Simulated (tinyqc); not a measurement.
Six-band Luttinger-Kohn model with strain: one step. Levels and their make-up. Four cases, with inputs chosen for the exercise.

Question. Diagonalise H. The weights add +m and -m and are averaged over each pair; m is taken along z.

Case 1.

H(k) (eV), rows 3/2,3/2, 3/2,1/2, 3/2,-1/2, 3/2,-3/2, 1/2,1/2, 1/2,-1/2 and columns alike:
```
[[-0.085201, -0.007657-0.035500i, -0.064749+0.021694i, 0, -0.005414-0.025102i, -0.091569+0.030680i],
 [-0.007657+0.035500i, -0.088483, 0, -0.064749+0.021694i, -0.002320, 0.009378+0.043478i],
 [-0.064749-0.021694i, 0, -0.088483, 0.007657+0.035500i, 0.009378-0.043478i, 0.002320],
 [0, -0.064749-0.021694i, 0.007657-0.035500i, -0.085201, 0.091569+0.030680i, -0.005414+0.025102i],
 [-0.005414+0.025102i, -0.002320, 0.009378+0.043478i, 0.091569-0.030680i, -0.426842, 0],
 [-0.091569-0.030680i, 0.009378-0.043478i, 0.002320, -0.005414-0.025102i, 0, -0.426842]]
```

Case 2.

H(k) (eV), rows 3/2,3/2, 3/2,1/2, 3/2,-1/2, 3/2,-3/2, 1/2,1/2, 1/2,-1/2 and columns alike:
```
[[-0.038651, 0, -0.019521+0.022310i, 0, 0, -0.027607+0.031551i],
 [0, -0.049490, 0, -0.019521+0.022310i, -0.007664, 0],
 [-0.019521-0.022310i, 0, -0.049490, 0, 0, 0.007664],
 [0, -0.019521-0.022310i, 0, -0.038651, 0.027607+0.031551i, 0],
 [0, -0.007664, 0, 0.027607-0.031551i, -0.389070, 0],
 [-0.027607-0.031551i, 0, 0.007664, 0, 0, -0.389070]]
```

Case 3.

H(k) (eV), rows 3/2,3/2, 3/2,1/2, 3/2,-1/2, 3/2,-3/2, 1/2,1/2, 1/2,-1/2 and columns alike:
```
[[-0.016826, -0.051368+0.031745i, -0.004094+0.050059i, 0, -0.036322+0.022447i, -0.005790+0.070795i],
 [-0.051368-0.031745i, -0.029118, 0, -0.004094+0.050059i, -0.008691, 0.062912-0.038879i],
 [-0.004094-0.050059i, 0, -0.029118, 0.051368-0.031745i, 0.062912+0.038879i, 0.008691],
 [0, -0.004094-0.050059i, 0.051368+0.031745i, -0.016826, 0.005790+0.070795i, -0.036322-0.022447i],
 [-0.036322-0.022447i, -0.008691, 0.062912-0.038879i, 0.005790-0.070795i, -0.830972, 0],
 [-0.005790-0.070795i, 0.062912+0.038879i, 0.008691, -0.036322+0.022447i, 0, -0.830972]]
```

Case 4.

H(k) (eV), rows 3/2,3/2, 3/2,1/2, 3/2,-1/2, 3/2,-3/2, 1/2,1/2, 1/2,-1/2 and columns alike:
```
[[-0.035702, 0.010757-0.016733i, -0.003203-0.032850i, 0, 0.007606-0.011832i, -0.004529-0.046456i],
 [0.010757+0.016733i, -0.006566, 0, -0.003203-0.032850i, 0.020602, -0.013175+0.020494i],
 [-0.003203+0.032850i, 0, -0.006566, -0.010757+0.016733i, -0.013175-0.020494i, -0.020602],
 [0, -0.003203+0.032850i, -0.010757-0.016733i, -0.035702, 0.004529-0.046456i, 0.007606+0.011832i],
 [0.007606+0.011832i, 0.020602, -0.013175+0.020494i, 0.004529+0.046456i, -0.324134, 0],
 [-0.004529+0.046456i, -0.013175-0.020494i, -0.020602, 0.007606-0.011832i, 0, -0.324134]]
```

Give: levels from the top, each twofold; weights.

Answer.

Case 1.

levels from the top, each twofold (eV): [-0.0008, -0.1365, -0.4632]

weights, rows |3/2,+-3/2>, |3/2,+-1/2>, |1/2,+-1/2>; columns top, second, third:
```
[[0.564, 0.359, 0.077],
 [0.414, 0.561, 0.025],
 [0.023, 0.079, 0.898]]
```

The top pair is 56 % |3/2,+-3/2>, the second pair is 56 % |3/2,+-1/2> and the third pair is 90 % |1/2,+-1/2>.

Case 2.

levels from the top, each twofold (eV): [-0.0102, -0.0729, -0.3941]

weights, rows |3/2,+-3/2>, |3/2,+-1/2>, |1/2,+-1/2>; columns top, second, third:
```
[[0.616, 0.371, 0.013],
 [0.374, 0.625, 0.000],
 [0.010, 0.004, 0.986]]
```

The top pair is 62 % |3/2,+-3/2>, the second pair is 63 % |3/2,+-1/2> and the third pair is 99 % |1/2,+-1/2>.

Case 3.

levels from the top, each twofold (eV): [0.0691, -0.1012, -0.8449]

weights, rows |3/2,+-3/2>, |3/2,+-1/2>, |1/2,+-1/2>; columns top, second, third:
```
[[0.532, 0.459, 0.009],
 [0.453, 0.540, 0.007],
 [0.015, 0.001, 0.985]]
```

The top pair is 53 % |3/2,+-3/2>, the second pair is 54 % |3/2,+-1/2> and the third pair is 98 % |1/2,+-1/2>.

Case 4.

levels from the top, each twofold (eV): [0.0202, -0.0501, -0.3365]

weights, rows |3/2,+-3/2>, |3/2,+-1/2>, |1/2,+-1/2>; columns top, second, third:
```
[[0.327, 0.643, 0.030],
 [0.673, 0.314, 0.013],
 [0.001, 0.042, 0.957]]
```

The top pair is 67 % |3/2,+-1/2>, the second pair is 64 % |3/2,+-3/2> and the third pair is 96 % |1/2,+-1/2>.

Computed by tinyqc, one run a case: `OMP_NUM_THREADS=1 python tinyqc.py N N+1 out.jsonl` with N = 1050384, 1050528, 1050641, 1050648; one thread of a shared Intel(R) Xeon(R) Processor @ 2.30GHz, about 0.3 s a run at most.
